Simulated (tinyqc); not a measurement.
Fermi-Dirac statistics of conduction electrons: one step. Reduced Fermi level by five rules. Four cases, with inputs chosen for the exercise.

Question. Find eta = (EF - Ec)/kT by each rule.

F_j(eta) = (1/Gamma(j + 1)) integral_0^infinity x^j dx/(1 + exp(x - eta)), which tends to exp(eta) for eta << 0.

With u = n/Nc: Boltzmann eta = ln u; Joyce-Dixon eta = ln u + u/sqrt(8) - 4.95009e-3 u^2 + 1.48386e-4 u^3 - 4.42563e-6 u^4; Nilsson eta = ln u/(1 - u^2) + v/(1 + (0.24 + 1.08 v)^-2) with v = (3 sqrt(pi) u/4)^(2/3); fully degenerate limit eta = v; exact: F_1/2(eta) = u.

Case 1.

u = n/Nc = 0.3232028

Case 2.

u = n/Nc = 0.1699216

Case 3.

u = n/Nc = 3.596189

Case 4.

u = n/Nc = 6.983805

Give: eta.

Answer.

Case 1.

eta: Boltzmann -1.129, Joyce-Dixon -1.016, Nilsson -1.021, degenerate 0.569, exact -1.016

Against the exact value the errors are Boltzmann -0.114, Joyce-Dixon 0.000, Nilsson -0.005, degenerate limit +1.585 (in kT).

Case 2.

eta: Boltzmann -1.772, Joyce-Dixon -1.712, Nilsson -1.717, degenerate 0.371, exact -1.712

Against the exact value the errors are Boltzmann -0.060, Joyce-Dixon 0.000, Nilsson -0.005, degenerate limit +2.083 (in kT).

Case 3.

eta: Boltzmann 1.280, Joyce-Dixon 2.493, Nilsson 2.493, degenerate 2.838, exact 2.494

Against the exact value the errors are Boltzmann -1.214, Joyce-Dixon 0.000, Nilsson -0.001, degenerate limit +0.344 (in kT).

Case 4.

eta: Boltzmann 1.944, Joyce-Dixon 4.211, Nilsson 4.207, degenerate 4.417, exact 4.213

Against the exact value the errors are Boltzmann -2.269, Joyce-Dixon -0.002, Nilsson -0.006, degenerate limit +0.204 (in kT).

Computed by tinyqc, one run a case: `OMP_NUM_THREADS=1 python tinyqc.py N N+1 out.jsonl` with N = 1651976, 1652074, 1652166, 1652588; one thread of a shared Intel(R) Xeon(R) Processor @ 2.30GHz, about 0.02 s a run at most.
